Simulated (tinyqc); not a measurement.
Scale length and length offset from two DIBL values.

Question. DIBL = exp(-Le/(2 l)) + 2 exp(-Le/l) with Le = L - dL. Find l, dL and the drawn length for a DIBL of 100 mV/V.

DIBL at drawn lengths 51 and 91 nm (mV/V): [61.785248, 5.4928540]

Answer. With e = exp(-Le/(2 l)), 2 e^2 + e = DIBL gives e and so Le/l at each length; Le/l is a straight line in L with slope 1/l.

l = 8.600 nm
dL = 1.300 nm
length for 100 mV/V = 43.62 nm

Computed by the program tinyqc: `OMP_NUM_THREADS=1 python tinyqc.py 2002042 2002043 out.jsonl`, one thread of a shared Intel Xeon 2.30GHz, about 0.01 s for the whole run.
